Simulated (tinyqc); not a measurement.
Charge-trap memory cell: two steps of the calculation.

Channel, tunnel oxide, storage layer, blocking layer, gate. N electrons per area sit in a sheet at the centroid and shift the threshold by U = (q/eps0) N (tb/eb + xc tn/en). EOT = t1 + 3.9 (tn/en + tb/eb); tunnel field F = (Vg - U)/EOT; dN/dt = eta (J/q)(1 - N/Nm). Fowler-Nordheim: J = A F^2 exp(-B/F), A = q^2/(16 pi^2 hbar mo phi) (times 1e14 for A/cm^2 with F in V/nm, emitter mass m0), B = (4/3) sqrt(mo/C) phi^1.5, C = hbar^2/(2 m0).

Parameters, values chosen for the exercise; oxide values close to those of silicon dioxide, storage layer close to silicon nitride, blocking layer close to aluminium oxide:
- phi = 3.14 eV (tunnel barrier)
- mo = 0.4 m0 (tunnelling mass)
- t1 = 4.2 nm (tunnel oxide (permittivity 3.9))
- tn = 8.5 nm (storage layer)
- en = 7.5 (its relative permittivity)
- tb = 12.7 nm (blocking layer)
- eb = 9 (its relative permittivity)
- xc = 0.35 (charge centroid, share of tn counted from the blocking side)
- eta = 0.67 (capture efficiency of an empty layer)
- Nm = 1.6e13 cm^-2 (trap density)
- Vg = 17.8 V (gate voltage less flat band and surface potential)
- d0 = 7.5e-8 s (first time step)
- gr = 1.8 (growth of the step)
- n = 8 (steps)

Constants: q = 1.602176634e-19 C, hbar = 1.054571817e-34 J s, m0 = 9.1093837015e-31 kg, eps0 = 8.8541878128e-14 F/cm where lengths are in cm, hbar^2/(2 m0) = 0.0380998212 eV nm^2. Results are converted to the units shown.

Question 1. Constants of the stack. EOT, the shift for 1e12 electrons per cm^2, the shift with all traps full, and the starting field, current and rate.

Wanted: EOT; shift for 1e12 cm^-2; shift with all traps full; F(0); J(0); dN/dt at the start.

Answer 1.

EOT = 14.123 nm
shift for 1e12 cm^-2 = 0.32712 V
shift with all traps full = 5.2339 V
F(0) = 1.2603 V/nm
J(0) = 1.0153 A/cm^2
dN/dt at the start = 4.2459e18 cm^-2 s^-1

Question 2. Midpoint steps of growing length. N(half) = N + (d/2) r(N), N(new) = N + d r(N(half)), r = dN/dt; the step starts at d0 and is multiplied by gr each time. Field in the blocking layer (3.9 F + q N/eps0)/eb.

Wanted: t; N; U; F; blocking field.

Answer 2.

t, step 0 to 8 (s): [0, 7.500e-8, 2.100e-7, 4.530e-7, 8.904e-7, 1.678e-6, 3.095e-6, 5.646e-6, 1.024e-5]
N, step 0 to 8 (cm^-2): [0, 2.964e11, 7.434e11, 1.363e12, 2.143e12, 3.045e12, 4.021e12, 5.028e12, 6.036e12]
U, step 0 to 8 (V): [0.000, 0.097, 0.243, 0.446, 0.701, 0.996, 1.315, 1.645, 1.975]
F, step 0 to 8 (V/nm): [1.260, 1.253, 1.243, 1.229, 1.211, 1.190, 1.167, 1.144, 1.121]
blocking field, step 0 to 8 (V/nm): [0.5461, 0.5491, 0.5536, 0.5599, 0.5677, 0.5768, 0.5866, 0.5968, 0.6069]

Range of the model: The Fowler-Nordheim form needs F t1 above phi; trap-assisted paths and leakage through the blocking layer are left out.

Numbers from tinyqc (`OMP_NUM_THREADS=1 python tinyqc.py 2130051 2130052 out.jsonl`; about 0.03 s on one thread of a shared Intel Xeon 2.30GHz).
